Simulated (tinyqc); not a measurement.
What each parameter does: valley splitting of a silicon quantum well in envelope theory.

The well lies at 0 < z < L; U(z) = V0 [1/(1 + exp(z/w)) + 1/(1 + exp((L - z)/w))] - e F z, 1 mV/nm = 1e-4 eV/angstrom. The envelope psi solves -(c/ml) psi'' + U psi = E psi, c = hbar^2/2m0, by three-point differences on a grid of 0.1 angstrom from -40 to L + 40 angstrom. The two valleys at +/- k0 couple through D = C0 times the integral of exp(-i q z) U(z) psi^2, q = 2 k0 (2 pi/a), and split by Ev = 2|D|.

Random alloy: with Y(z) = Yw + (Yb - Yw) B(z), B the bracket in U, and in-plane density exp(-r^2/ad^2)/(pi ad^2), D gains a random complex part of variance sigma^2 = (C0^2/pi)(a^2 V0/(8 ad (Yb - Yw)))^2 (4/a) times the integral of psi^4 Y (1 - Y). Alone it gives a mean splitting sqrt(pi) sigma; together with the smooth part the rms splitting is 2 sqrt(|D|^2 + sigma^2).

Constants: hbar^2/2m0 = 3.80998211 eV angstrom^2.

Inputs chosen for the exercise (near those of a strained Si well in SiGe; shifted at random, so the results belong to these values and not to a real crystal): L = 76 angstrom (well width); V0 = 0.17 eV (conduction offset); ml = 0.92 m0 (mass along z); w = 0.6 angstrom (interface width parameter); F = 7.1 mV/nm (field pressing towards the upper interface); k0 = 0.839 2 pi/a (valley position); a = 5.431 angstrom (lattice constant); C0 = 0.237 (Bloch overlap factor); Yb = 0.27 (Ge share of the barrier); Yw = 0.05 (Ge share of the well); ad = 160 angstrom (dot radius).

Orbital spacing, psi^2 at z = L, the smooth splitting and sigma; V0 is held fixed when Yw changes.

Results for these values:

| case | E2 - E1 (meV) | psi^2(L) (1e-3/angstrom) | 2\|D\| (micro-eV) | sigma (micro-eV) |
|---|---|---|---|---|
| base | 23.74 | 4.015 | 33.27 | 67.9 |

What happens to each result for w = 0.78 angstrom, all else kept?

Answer: E2 - E1 rises from 23.74 to 23.77; psi^2(L) falls from 4.015 to 3.908; 2|D| falls from 33.27 to 14.55; sigma does not change at the printed digits.

The same for each parameter in turn:

| case | E2 - E1 (meV) | psi^2(L) (1e-3/angstrom) | 2\|D\| (micro-eV) | sigma (micro-eV) |
|---|---|---|---|---|
| base | 23.74 | 4.015 | 33.27 | 67.9 |
| ad = 200 angstrom | 23.74 | 4.015 | 33.27 | 54.3 |
| Yw = 0.08 | 23.74 | 4.015 | 33.27 | 97.8 |
| L = 82 angstrom | 23.02 | 3.998 | 33.10 | 67.8 |
| V0 = 0.213 eV | 23.97 | 3.164 | 33.21 | 85.2 |
| w = 0.78 angstrom | 23.77 | 3.908 | 14.55 | 67.9 |
| F = 10.65 mV/nm | 29.51 | 6.013 | 49.99 | 72.4 |
| k0 = 0.819 2 pi/a | 23.74 | 4.015 | 36.39 | 67.9 |
| C0 = 0.284 | 23.74 | 4.015 | 39.87 | 81.4 |

(tinyqc, `OMP_NUM_THREADS=1 python tinyqc.py 1282481 1282482 out.jsonl`, Intel(R) Xeon(R) Processor @ 2.30GHz, 1 thread, shared host, about 0.09 s.)
